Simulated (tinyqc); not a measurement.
Charge centroid from charge and shift.

Question. A sheet of N electrons in the storage layer of a charge-trap cell shifts the threshold by U = (q/eps0) N (tb/eb + xc tn/en). Find xc and the distance xc tn from the blocking layer.

Inputs (values chosen for the exercise):
- tn = 7.6 nm (storage layer)
- en = 7.2 (its relative permittivity)
- tb = 14 nm (blocking layer)
- eb = 9 (its relative permittivity)

Constants: q = 1.602176634e-19 C, eps0 = 8.8541878128e-14 F/cm where lengths are in cm. Results are converted to the units shown.

N = 1.1e13 cm^-2
U = 4.0207375 V

Answer. U eps0/(q N) is the electrical distance from the gate; subtract that of the blocking layer.

xc = 0.4400
distance = 3.344 nm

Computed by the program tinyqc: `OMP_NUM_THREADS=1 python tinyqc.py 2130085 2130086 out.jsonl`, one thread of a shared Intel Xeon 2.30GHz, about 0.07 s for the whole run.
